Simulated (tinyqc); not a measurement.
Inside a calculation. Method: CCSD on RHF in the 3-21g basis, for H2, spin multiplicity 1. One step of it, computed by the program tinyqc.

Problem. Iteration 1: building the Fock matrix. J_ij = sum D_kl (ij|kl), K_ij = sum D_kl (ik|jl); F = H + J - 0.5 K; E = tr D H + tr D J / 2 - 0.25 tr D K + E_nn.

D at the start:
```
          1H 1s     1H 2s     2H 1s     2H 2s
1H 1s  0.136102  0.170876  0.136102  0.170876
1H 2s  0.170876  0.214534  0.170876  0.214534
2H 1s  0.136102  0.170876  0.136102  0.170876
2H 2s  0.170876  0.214534  0.170876  0.214534
```

core Hamiltonian H = T + V (hartree):
```
           1H 1s      1H 2s      2H 1s      2H 2s
1H 1s  -0.965293  -0.973301  -0.896698  -0.844642
1H 2s  -0.973301  -0.982919  -0.844642  -0.918379
2H 1s  -0.896698  -0.844642  -0.965293  -0.973301
2H 2s  -0.844642  -0.918379  -0.973301  -0.982919
```

Two-electron integrals (ij|kl) in chemists' order, unique and non-zero (hartree):
```
(11|11) 1.140145   (21|11) 0.611403   (21|21) 0.345152   (22|11) 0.626370
(22|21) 0.380329   (22|22) 0.482957   (31|11) 0.479748   (31|21) 0.269361
(31|22) 0.293158   (31|31) 0.254904   (32|11) 0.385011   (32|21) 0.229155
(32|22) 0.275594   (32|31) 0.223353   (32|32) 0.217214   (33|11) 0.738162
(33|21) 0.444999   (33|22) 0.540627   (33|31) 0.479748   (33|32) 0.480040
(33|33) 1.140145   (41|11) 0.480040   (41|21) 0.271709   (41|22) 0.300722
(41|31) 0.223353   (41|32) 0.193282   (41|33) 0.385011   (41|41) 0.217214
(42|11) 0.524202   (42|21) 0.319705   (42|22) 0.410518   (42|31) 0.264770
(42|32) 0.258769   (42|33) 0.524202   (42|41) 0.258769   (42|42) 0.365393
(43|11) 0.444999   (43|21) 0.269001   (43|22) 0.333615   (43|31) 0.269361
(43|32) 0.271709   (43|33) 0.611403   (43|41) 0.229155   (43|42) 0.319705
(43|43) 0.345152   (44|11) 0.540627   (44|21) 0.333615   (44|22) 0.441571
(44|31) 0.293158   (44|32) 0.300722   (44|33) 0.626370   (44|41) 0.275594
(44|42) 0.410518   (44|43) 0.380329   (44|44) 0.482957
```

nuclear repulsion = 0.81037858 hartree

Give: Coulomb J; exchange K; Fock matrix F; total energy of this density.

Solution.

Coulomb J (hartree):
```
       1H 1s  1H 2s  2H 1s  2H 2s
1H 1s  1.518  0.888  0.776  0.725
1H 2s  0.888  1.054  0.725  0.943
2H 1s  0.776  0.725  1.518  0.888
2H 2s  0.725  0.943  0.888  1.054
```

exchange K (hartree):
```
       1H 1s  1H 2s  2H 1s  2H 2s
1H 1s  1.099  0.942  0.915  0.894
1H 2s  0.942  0.919  0.894  0.901
2H 1s  0.915  0.894  1.099  0.942
2H 2s  0.894  0.901  0.942  0.919
```

Fock matrix F (hartree):
```
        1H 1s   1H 2s   2H 1s   2H 2s
1H 1s   0.003  -0.556  -0.578  -0.567
1H 2s  -0.556  -0.388  -0.567  -0.426
2H 1s  -0.578  -0.567   0.003  -0.556
2H 2s  -0.567  -0.426  -0.556  -0.388
```

total energy of this density = -1.10881 hartree
